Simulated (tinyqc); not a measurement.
Resonant-tunnelling diode, transfer matrices and Tsu-Esaki current: one step of the calculation.

Emitter (band edge 0), barrier d1, well Lw, barrier d2, collector (edge -V). The bias drops linearly over these layers and none in the contacts; each layer is cut into ns equal slices, flat at the value of their centres. E is the energy of motion across the layers, C = hbar^2/(2 m0), psi and psi'/m are continuous. Transport is coherent, T(E) is taken as independent of the transverse momentum, and charge in the well is ignored.

Task. Breit-Wigner parameters from a parabola through 1/T(E). Near a resonance 1/T(E) = (1/Tp) [1 + (2 (E - Er)/G)^2]. With y = 1/T(E) at E0 - h, E0, E0 + h: a = (y1 + y3 - 2 y2)/(2 h^2), b = (y3 - y1)/(2 h), Er = E0 - b/(2 a), 1/Tp = y2 - b^2/(4 a), G = 2 sqrt(1/(Tp a)), tau = hbar/G.

Constants: q = 1.602176634e-19 C, hbar = 1.054571817e-34 J s. Results are converted to the units shown.

three energies (eV): [0.132261, 0.133561, 0.134861]
T(E) at these energies: [0.50761102, 0.89860102, 0.49779712]

Wanted: Er; Tp; G; tau.

Result.

Er = 0.1335 eV
Tp = 0.8987
G = 2.929 meV
tau = 224.7 fs

The true maximum of T(E) lies at 0.13353 eV with height 0.8990 and full width 2.928 meV; the fitted G is 0.059 % above that width.

tinyqc, about 0.07 s, one thread, Intel Xeon 2.30GHz (shared host): `OMP_NUM_THREADS=1 python tinyqc.py 2600040 2600041 out.jsonl`
